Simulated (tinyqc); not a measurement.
Across the tunnelling window: band-to-band tunnelling across a p-n junction in a two-band chain.

Sites alternate A at -Eg/2 and C at +Eg/2 with hopping -t; near the edges, with k counted from the zone boundary pi/a, E^2 = (Eg/2)^2 + (t a k)^2, so t = sqrt(c Eg/m)/a gives the mass m, c = hbar^2/2m0. In the gap cosh(q a) = 1 + (Eg^2/4 - e^2)/(2 t^2), e the energy from the local mid-gap. The potential is V0 = Eg + ov on the p side (left), 0 on the n side, and falls linearly over the 2N sites of the junction, V_j = V0 (1 - j/(2N + 1)), j = 1 to 2N, site 1 being A. E = Eg/2 + x ov. A half chain that ends on a site of level e1 with neighbour e2 has g = (1 + z)/(E - e1), z = exp(-/+ i k a) the root with Im g < 0, cos(k a) = (E - e1)(E - e2)/(2 t^2) - 1. S_L = t^2 g (ending on C, shifted by V0), S_R = t^2 g (starting on A). T = 4 Im(S_L) Im(S_R) |G_(1,2N)|^2.

Constants: hbar^2/2m0 = 3.80998211 eV angstrom^2; e^2/h = 3.874045865e-05 S.

Values chosen for the exercise (gap and mass near those of GaSb; shifted at random, so the results belong to these values and not to a real crystal): Eg = 0.742 eV (gap); m = 0.0428 m0 (mass of electron and light hole); a = 4 angstrom (period (two sites)); ov = 0.18 eV (overlap: top of the valence band on the p side above the conduction edge on the n side); Nw = 15 (periods in the junction).

N = Nw. The mean of T over the window uses 12 Gauss-Legendre points in x; the current of one channel with both spins, all states in the window full on the p side and empty on the n side, is (2e^2/h) <T> ov. WKB: exp(-2 I/F), I = pi Eg^2/(8 t a), F = V0/((2N + 1) a/2).

Against energy:
```
x     E (eV)       T  T over WKB
0.02  0.3746  0.0138       0.493
0.10  0.3890  0.0289       1.033
0.20  0.4070  0.0378       1.352
0.35  0.4340  0.0443       1.585
0.50  0.4610  0.0462       1.653
0.65  0.4880  0.0443       1.585
0.80  0.5150  0.0378       1.352
0.90  0.5330  0.0289       1.033
0.98  0.5474  0.0138       0.493
```

mean T = 0.0369
current = 0.514 microampere

WKB gives one value for the whole window, since the path through the gap is the same. The chain is symmetric about x = 0.5, where it gives 1.65 times WKB; among these rows it is largest at x = 0.5 (1.65), and it has 0.49 at x = 0.02 on its way to zero at the ends, where the velocity in one lead vanishes. The variation comes from the reflections where the field begins and ends, whose distance from the turning points changes with x.

Run: tinyqc, `OMP_NUM_THREADS=1 python tinyqc.py 1452484 1452485 out.jsonl`; Intel(R) Xeon(R) Processor @ 2.30GHz, one thread, shared host; about 0.01 s of CPU time with all checks.
